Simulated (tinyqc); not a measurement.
Trench capacitor in an array: capacitance, non-linearity, leakage and relaxation: cell against the aspect ratio.

A film between two metal electrodes, each interface adding a series capacitance ci. The small-signal permittivity is ek (1 + aq E^2); the field is found with the linear permittivity. Leakage J = J0 sinh(E/Ef). After a voltage step the film passes a relaxation current kr C V tt^(-nr), tt being the time in seconds. The sidewall is a coaxial capacitor with radii a = dm/2 - t and b = dm/2, depth AR dm; the end face is left out.

Per length 1/c = ln(b/a)/(2 pi eps0 ek) + (1/a + 1/b)/(2 pi ci); cell capacitance c AR dm; per footprint over pt^2; fields c V/(2 pi eps0 ek r) at r = a and b; resistance of the inner electrode rho AR dm/(pi a^2); time constant R C/3 of the distributed line.

Values chosen for this exercise; permittivity of the order of that of strontium titanate: relative permittivity of the film ek = 161; film thickness t = 8.8 nm; capacitance of each electrode interface (dead layer and screening) ci = 270 uF/cm^2; bias V = 1.5 V; diameter of the hole dm = 100 nm; pitch of the square array pt = 160 nm; resistivity of the inner electrode rho = 390 uohm cm.

Constants: eps0 = 8.8541878128e-14 F/cm where lengths are in cm. Results are converted to the units shown.

The same in every row: field at a (MV/cm) = 1.6781; field at b (MV/cm) = 1.3827.

Result of one run:
```
AR  cell capacitance (fF)  per footprint (uF/cm^2)  R (kohm)  R C/3 (ps)
10                 41.284                   161.26   0.73134      10.064
```

What becomes of these results when the aspect ratio, depth over diameter AR is changed from 10 to 100, all else the same?

Result of the changed run:
```
AR   cell capacitance (fF)  per footprint (uF/cm^2)  R (kohm)  R C/3 (ps)
100                 412.84                   1612.6    7.3134      1006.4
```

The whole series:
```
AR   cell capacitance (fF)  per footprint (uF/cm^2)  R (kohm)  R C/3 (ps)
5                   20.642                   80.632   0.36567      2.5160
10                  41.284                   161.26   0.73134      10.064
20                  82.567                   322.53    1.4627      40.256
30                  123.85                   483.79    2.1940      90.577
50                  206.42                   806.32    3.6567      251.60
70                  288.98                   1128.8    5.1194      493.14
100                 412.84                   1612.6    7.3134      1006.4
```

As AR goes from 5 to 100, the cell capacitance rises from 20.6 to 413 fF, the capacitance per footprint rises from 80.6 to 1610 uF/cm^2, the ratio of the two fields stays at 1.21 and R C/3 rises from 2.52 to 1010 ps; the time constant goes as AR^(2.00) between the first two rows and AR^(2.00) between the last two.

Program tinyqc, `OMP_NUM_THREADS=1 python tinyqc.py 2102024 2102025 out.jsonl`; Intel Xeon 2.30GHz, shared host, one thread, about 0.01 s.
